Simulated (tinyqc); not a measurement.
Force balance against energy balance: elastic strain and critical thickness of a cubic alloy layer A(1-x)B(x) on a thick substrate. Computed by tinyqc, a small Python program. Command: `OMP_NUM_THREADS=1 python tinyqc.py 3030288 3030289 out.jsonl misfit walk`. One thread of a shared host (Intel(R) Xeon(R) Processor @ 2.30GHz), about 0.01 s of CPU time with the checks.

Strain is positive in tension. The layer is coherent with the substrate unless said otherwise.

Inputs (values chosen for the exercise, modelled on Ga(1-x)In(x)As on InP): fraction x of B = 0.64; lattice constant a_A = 5.653 angstrom; lattice constant a_B = 6.058 angstrom; substrate lattice constant a_S = 5.869 angstrom.

Growth plane: (001). Layer: buried under a thick cap. Misfit dislocation: 60-degree.

C11, C12, C44 of A (GPa): [119.2, 54.56, 58.75]

C11, C12, C44 of B (GPa): [84.28, 44.79, 39.2]

Method:
- a = (1 - x) a_A + x a_B, the same rule for each C_ij; misfit f = (a_S - a)/a, the in-plane strain of the coherent layer.
- Voigt averages: G = (C11 - C12 + 3 C44)/5, B = (C11 + 2 C12)/3, nu = (3 B - 2 G)/(2 (3 B + G)); b = a/sqrt(2). The 60-degree dislocation has cos alpha = 1/2, and cos lambda = 1/2 on (001).
- Matthews-Blakeslee: h_c = A [ln(h_c/b) + 1], A = b (1 - nu cos^2 alpha)/(4 pi |f| (1 + nu) cos lambda), the factor 4 pi being that of a buried layer, with a dislocation at both interfaces.
- People-Bean: h_c = P ln(h_c/b), P = (1 - nu)/(1 + nu) b^2/(16 pi sqrt(2) a f^2). The misfit is scaled by 0.25, 0.4, 0.6, 1, 1.5, 2.2 at fixed a, b and nu; the upper root is taken, and rows with A < 1.3 b or P < 3 b, where the roots shrink to the core size or vanish, are left out.

misfit f = -0.00730692

prefactor A = 6.78068 nm

Poisson ratio nu = 0.256721

Burgers vector b = 0.418056 nm

free lattice constant a = 5.9122 angstrom

Critical thickness:
```
|f| (%)  Matthews-Blakeslee (nm)  People-Bean (nm)   ratio
0.1827                    193.60            7188.0  37.128
0.2923                    111.67            2504.2  22.425
0.4384                     69.01             994.9  14.416
0.7307                     37.22             303.5   8.153
1.0960                     22.55             115.0   5.101
1.6075                     13.88              44.4   3.200
```

What does the comparison show, and why?

The exponents d ln h_c/d ln f are -1.17 and -2.24 between the first rows, steeper than the -1 and -2 of the prefactors because of the logarithm. The ratio falls from 37.1 to 3.20 as the misfit grows. Where People-Bean lies above, a layer between the lines is metastable: dislocations would lower the energy but have to be nucleated. People-Bean has no form for a buried layer.
